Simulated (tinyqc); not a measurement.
Inside a calculation. Method: tight binding, kagome lattice. One step of it, computed by the program tinyqc.

Question. Levels at k. Diagonalise the Hermitian matrix.

H(k) at k (eV):
```
,A,B,C
A,0.000000,-0.444036-0.369846i,-0.273785-0.060160i
B,-0.444036+0.369846i,0.000000,-1.099905-0.328583i
C,-0.273785+0.060160i,-1.099905+0.328583i,0.420000
```

Give: eigenvalues; weights |c|^2 of the basis functions.

Answer.

eigenvalues (eV): -1.240  0.230  1.430

weights |c|^2 of the basis functions:
```
,band 1,band 2,band 3
A,0.189,0.771,0.040
B,0.504,0.069,0.426
C,0.307,0.159,0.534
```
